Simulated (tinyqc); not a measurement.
## Hot electrons in a saturated n-channel MOSFET, lucky-electron model: effect of the junction depth

Beyond pinch-off the lateral field grows as Esat cosh(y/l) over the velocity-saturated region (pseudo-two-dimensional model). Impact ionisation in this region gives the substrate current, which biases the body forward through Rsub. Currents are per width. Local-field laws: they overstate ionisation when the field peak is narrower than an energy relaxation length.

Cox = 3.9 eps0/tox, l = sqrt(3 tox xj), Esat = 2 vs/mu. Overdrive g = Vg - VT + kb Vb; Vdsat = g Esat L/(g + Esat L); Id = Cox vs (g - Vdsat); dV = Vd - Id Rd - Vdsat; Em = sqrt((dV/l)^2 + Esat^2); Isub = Id (Ai/Bi) l Em exp(-Bi/Em). Vb = Rsub Isub is solved self-consistently. Lifetime tau = (Hl/Id)(Isub/Id)^(-m); 1 year = 3.15576e7 s.

Values chosen for this exercise; values close to those of silicon n-channel devices: channel length L = 0.5 um; oxide thickness tox = 11 nm; threshold VT = 0.78 V; effective mobility mu = 440 cm^2/(V s); saturation velocity vs = 9.9e6 cm/s; ionisation prefactor Ai = 2e6 1/cm; ionisation field Bi = 1.8 MV/cm; resistance of the lightly doped drain Rd = 200 ohm um; substrate resistance Rsub = 28000 ohm um; fall of VT per volt of forward body bias kb = 0.26; lifetime exponent m = 3; lifetime constant Hl = 41000 s uA/um; drain voltage Vd = 3.8 V; gate voltage Vg = 1.8 V.

Constants: eps0 = 8.8541878128e-14 F/cm where lengths are in cm. Results are converted to the units shown.

Effect of the junction depth:

| xj (nm) | Id (uA/um) | Em (MV/cm) | Isub (uA/um) | Isub/Id | tau (years) |
|---|---|---|---|---|---|
| 84 | 120.65 | 0.57450 | 17.671 | 0.14646 | 0.0034274 |
| 110 | 112.11 | 0.50643 | 10.871 | 0.096969 | 0.012710 |
| 150 | 105.96 | 0.43683 | 5.8740 | 0.055437 | 0.071970 |
| 210 | 102.18 | 0.37132 | 2.7538 | 0.026951 | 0.64954 |
| 290 | 100.30 | 0.31744 | 1.1928 | 0.011891 | 7.7029 |
| 390 | 99.469 | 0.27490 | 0.49400 | 0.0049664 | 106.63 |
| 520 | 99.102 | 0.23922 | 0.18622 | 0.0018790 | 1976.0 |

Read the table: what changes, and by how much?

As xj goes from 84 to 520 nm, Em falls from 0.574 to 0.239 MV/cm, Isub falls from 17.7 to 0.186 uA/um and tau rises from 0.00343 to 1980 years. From the first row to the last, log10(tau) changes by 5.8: 5.7 from (Isub/Id)^(-m), which holds Em and l, and 0.085 from 1/Id. At xj = 84 nm the body is biased forward by over 0.45 V, close to turning on the parasitic bipolar transistor. At xj = 84 nm Isub/Id passes 0.1, where multiplication of the secondary carriers, left out here, counts. At xj = 520 nm the saturated region takes over 60 % of L, so using the full L in Vdsat is rough. At xj = 520 nm tau is a far extrapolation that only says that hot carriers are no limit.

tinyqc, about 0.01 s, one thread, Intel Xeon 2.30GHz (shared host): `OMP_NUM_THREADS=1 python tinyqc.py 2550138 2550139 out.jsonl`
